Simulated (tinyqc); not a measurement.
# Changing the thickness d

Model: permeation of metal atoms or ions through a thin barrier or dielectric: time lag, field-aided drift and lifetime. Computed by tinyqc, a small Python program. Command: `OMP_NUM_THREADS=1 python tinyqc.py 3006682 3006683 out.jsonl barrier sweep`. One thread of a shared host (Intel(R) Xeon(R) Processor @ 2.30GHz), about 0.02 s of CPU time with the checks.

The film 0 < x < d is empty at first; C = C0 at x = 0 and C = 0 at x = d. dC/dt = D d2C/dx2.

Inputs (values chosen for the exercise, for a model case: neutral metal atoms through a barrier):
```
quantity                                   value    unit
prefactor D0                             9.8e-05  cm^2/s
activation energy E                         1.29      eV
concentration at the source side C0      2.8e+18  1/cm^3
charge number z                                0       -
voltage V (positive drives ions across)        0       V
critical dose Q_c                          2e+10  1/cm^2
test temperature T                           225       C
use temperature T_u                          100       C
```

Constants: k_B = 8.617333262e-05 eV/K.

Method:
- D = D0 exp(-E/(k_B T)); time scale d^2/D; Peclet number P = z V/(k_B T), k_B T in eV; 1 nm = 1e-7 cm.
- Temperatures in kelvin are T(C) + 273.15.
- Steady flux J = (D C0/d) P/(1 - exp(-P)); time lag in units of d^2/D: s_L = [P (1 + exp(-P))/(1 - exp(-P)) - 2]/P^2 (P = 0: J = D C0/d, s_L = 1/6).
- Dose through the film Q(s) = C0 d {f (s - s_L) - 2 exp(P/2) sum_(n=1..200) (-1)^n n^2 pi^2 exp(-l_n s)/l_n^2}, l_n = n^2 pi^2 + P^2/4, f = P/(1 - exp(-P)) the relative flux.
- Solve Q = Q_c for s. At the use temperature D and P take T_u, with the same C0 and V; 1 year = 3.15576e7 s.

One run for each value:
```
thickness d (nm)  failure time at T (s)  time lag (s)  s at the critical dose  steady flux J (1/(cm^2 s))
0.50                                 86     4.781e+01                  0.2989                   4.881e+08
0.76                                160     1.105e+02                  0.2421                   3.211e+08
1.20                                326     2.754e+02                  0.1973                   2.034e+08
1.80                                623     6.196e+02                  0.1677                   1.356e+08
2.70                               1210     1.394e+03                  0.1447                   9.039e+07
4.20                               2531     3.373e+03                  0.1251                   5.811e+07
6.40                               5177     7.832e+03                  0.1102                   3.813e+07
9.80                              10790     1.837e+04                  0.0979                   2.490e+07
15.00                             22679     4.303e+04                  0.0879                   1.627e+07
```

What does the table show, and why?

Over the rows, failure time at T (s) rises from 85.7 to 22700 (exponent d ln y / d ln x 1.5 between the first rows and 1.7 between the last); time lag (s) rises from 47.8 to 43000 (exponent d ln y / d ln x about 2.0 throughout); s at the critical dose falls from 0.299 to 0.0879 (exponent d ln y / d ln x -0.50 between the first rows and -0.25 between the last). The exponent of time lag stays at 2: the lag scales as d^2/D, with P independent of d.

Caution (rows 0.500, 0.760, 1.20): a film of a few atomic layers is beyond a continuum description. Caution (all rows): grain boundaries, pinholes, trapping and space charge are left out; thin real barriers usually fail at defects.
